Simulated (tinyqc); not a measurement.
# MOS structure on a p-type body with a surface-enhanced doping, non-linear Poisson equation by Newton steps: effects of single changes

One dimension, insulator interface at x = 0, acceptor density Na + N0 exp(-x/Ls), net doping C = -(acceptor density). psi is counted from the intrinsic level: n = ni exp((psi - Vb)/Vt), p = ni exp(-psi/Vt); deep in the body psi_b = -Vt ln(Na/ni). The gate acts through Cox = eps0 eox/tox and has the potential psi_G = Vg - (phiM - chi - Vt ln(Nc/ni)). Boltzmann statistics, full ionisation, classical densities, no oxide or interface charge. Acceptors in real wide-gap material are deep and only partly ionised in the neutral body.

Parameters, values chosen for the exercise; band and dielectric values close to those of 4H silicon carbide: temperature T = 350 K; band gap Eg = 3.21 eV; relative permittivity eps_r = 9.79; conduction-band density of states at T Nc = 2.13e19 cm^-3; valence-band density of states at T Nv = 3.11e19 cm^-3; electron affinity chi = 3.63 eV; acceptor density deep in the body Na = 1.1e18 cm^-3; relative permittivity of the gate insulator (close to silicon dioxide) eox = 3.9; insulator thickness tox = 3 nm; gate work function phiM = 4.21 eV; electron quasi-Fermi potential against the body Vb = 0 V; extra acceptor density at the surface N0 = 7.1e18 cm^-3; decay length Ls = 21 nm.

Constants: q = 1.602176634e-19 C, kB = 1.380649e-23 J/K, Vt = kB T/q, eps0 = 8.8541878128e-14 F/cm where lengths are in cm. Results are converted to the units shown.

Each table varies one quantity; the others keep the values above.

## Charge and capacitance against gate voltage

ni = sqrt(Nc Nv) exp(-Eg/(2 Vt)), Eg in volts. The Poisson equation d/dx(eps0 eps_r dpsi/dx) = -q (p - n + C), with eps0 eps_r dpsi/dx = -Cox (psi_G - psi_0) at x = 0, is solved on a mesh of about 600 nodes or more. N_inv is the integral of n less its value deep in the body. C_LF = Cox (1 - dpsi_0/dVg) with all carriers following; C_HF is the same with the electron quasi-Fermi level shifting uniformly so that N_inv stays fixed. The centroid is that of the same excess.

Charge and capacitance against gate voltage:

| Vg (V) | psi_0 - psi_b (V) | N_inv (cm^-2) | C_LF/Cox | C_HF/Cox | centroid (nm) |
|---|---|---|---|---|---|
| 1.9 | 2.59 | 1.01e4 | 0.229 | 0.229 | 0.126 |
| 2.06 | 2.72 | 5.99e5 | 0.224 | 0.224 | 0.123 |
| 2.22 | 2.84 | 3.67e7 | 0.218 | 0.218 | 0.121 |
| 2.38 | 2.97 | 2.29e9 | 0.220 | 0.213 | 0.119 |
| 2.55 | 3.09 | 1.23e11 | 0.452 | 0.209 | 0.116 |
| 2.71 | 3.14 | 7.67e11 | 0.787 | 0.207 | 0.114 |
| 2.87 | 3.17 | 1.69e12 | 0.884 | 0.206 | 0.112 |
| 3.03 | 3.18 | 2.71e12 | 0.921 | 0.205 | 0.110 |
| 3.2 | 3.20 | 3.83e12 | 0.941 | 0.205 | 0.108 |
| 3.36 | 3.20 | 4.91e12 | 0.952 | 0.205 | 0.106 |
| 3.52 | 3.21 | 6.00e12 | 0.960 | 0.205 | 0.104 |

N_inv goes from 10100 to 6.00e12 cm^-2 and passes 2e11 cm^-2 at Vg = 2.58 V. Below threshold it takes 89.1 mV a decade between Vg = 2.22 and 2.38 V, against Vt ln 10 = 69.4 mV. C_LF/Cox is lowest, 0.218, at Vg = 2.22 V among the rows listed and ends at 0.960, while C_HF/Cox ends at 0.205. Between the last two rows q dN_inv/dVg is 0.948 Cox. Where the classical centroid is under about 2 nm, confinement would move the charge away from the interface and raise the threshold. Above about 2e12 cm^-2 degeneracy matters too.

## Effect of the decay length on threshold, swing and body effect

VT is the Vg at which N_inv = 2e11 cm^-2. m = 1/(dpsi_0/dVg) at N_inv = 1e8 cm^-2; the swing is the Vg between N_inv = 1e8 and 1e9 cm^-2; body coefficient [VT(Vb + 0.05 V) - VT(Vb)]/0.05 V - 1.

Effect of the decay length on threshold, swing and body effect:

| Ls (nm) | VT (V) | psi_0 - psi_b at VT (V) | m - 1 | swing (mV/decade) | body coefficient |
|---|---|---|---|---|---|
| 5.2 | 1.89 | 3.09 | 0.153 | 80.4 | 0.149 |
| 7.7 | 2.08 | 3.09 | 0.167 | 81.3 | 0.161 |
| 11 | 2.28 | 3.10 | 0.197 | 83.4 | 0.188 |
| 17 | 2.50 | 3.10 | 0.253 | 87.3 | 0.242 |
| 24 | 2.62 | 3.10 | 0.291 | 90.0 | 0.280 |
| 36 | 2.73 | 3.11 | 0.323 | 92.3 | 0.312 |
| 52 | 2.79 | 3.11 | 0.342 | 93.6 | 0.332 |

As Ls goes from 5.2 to 52, VT rises from 1.89 to 2.79 V, the swing rises from 80.4 to 93.6 mV/decade and the body coefficient rises from 0.149 to 0.332. The swing stays within 0.42 % of m Vt ln 10, and the body coefficient within 0.011 of m - 1.

Numbers from tinyqc (`OMP_NUM_THREADS=1 python tinyqc.py 2080081 2080082 out.jsonl`; about 0.6 s on one thread of a shared Intel Xeon 2.30GHz).
